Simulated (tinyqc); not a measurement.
# Pillar capacitor in an array: capacitance, non-linearity, leakage and relaxation, step by step

tinyqc, about 0.01 s, one thread, Intel Xeon 2.30GHz (shared host): `OMP_NUM_THREADS=1 python tinyqc.py 2102052 2102053 out.jsonl` Printed values are rounded.

A film between two metal electrodes, each interface adding a series capacitance ci. The small-signal permittivity is ek (1 + aq E^2); the field is found with the linear permittivity. Leakage J = J0 sinh(E/Ef). After a voltage step the film passes a relaxation current kr C V tt^(-nr), tt being the time in seconds. The sidewall is a coaxial capacitor with radii a = dm/2 and b = dm/2 + t, depth AR dm; the end face is left out.

Inputs (values chosen for the exercise); permittivity of the order of that of zirconium oxide:
```
symbol    value       unit                                                             meaning
ek         33.7                                              relative permittivity of the film
t            20         nm                                                      film thickness
ci           36    uF/cm^2  capacitance of each electrode interface (dead layer and screening)
aq       0.0083  cm^2/MV^2                     quadratic field coefficient of the permittivity
V           0.7          V                                                                bias
J0      1.1e-10     A/cm^2                                                   leakage prefactor
Ef          0.5      MV/cm                             field for an e-fold rise of the leakage
dm          130         nm                                              diameter of the pillar
AR           10                                              aspect ratio, depth over diameter
pt          320         nm                                           pitch of the square array
rho        2000    uohm cm                                  resistivity of the inner electrode
```

Constants: eps0 = 8.8541878128e-14 F/cm where lengths are in cm. Results are converted to the units shown.

## Planar capacitance, field and non-linearity

Planar film: Cf = eps0 ek/t, 1/C = 1/Cf + 2/ci, EOT = 3.9 eps0/C, effective permittivity C t/eps0, E = (V/t) C/Cf; quadratic coefficient [C(V)/C - 1]/V^2 with Cf (1 + aq E^2) in C(V).

Cf = 1.49193 uF/cm^2
C = 1.37774 uF/cm^2
EOT = 2.50638 nm
effective permittivity = 31.1206
E = 0.323211 MV/cm
quadratic coefficient = 1633.96 ppm/V^2
J = 7.61629e-11 A/cm^2

The interfaces take 7.65 % of the voltage.

## Cell capacitance, fields and time constant

Per length 1/c = ln(b/a)/(2 pi eps0 ek) + (1/a + 1/b)/(2 pi ci); cell capacitance c AR dm; per footprint over pt^2; fields c V/(2 pi eps0 ek r) at r = a and b; resistance of the inner electrode rho AR dm/(pi a^2); time constant R C/3 of the distributed line.

a = 65 nm
b = 85 nm
cell capacitance = 8.38218 fF
capacitance per footprint = 8.18573 uF/cm^2
field at a = 0.370374 MV/cm
field at b = 0.283227 MV/cm
R = 1.95883 kohm
R C/3 = 5.47309 ps

The array gives 5.94 times the planar capacitance per footprint; curvature makes the field at the inner electrode 1.15 times the planar value.
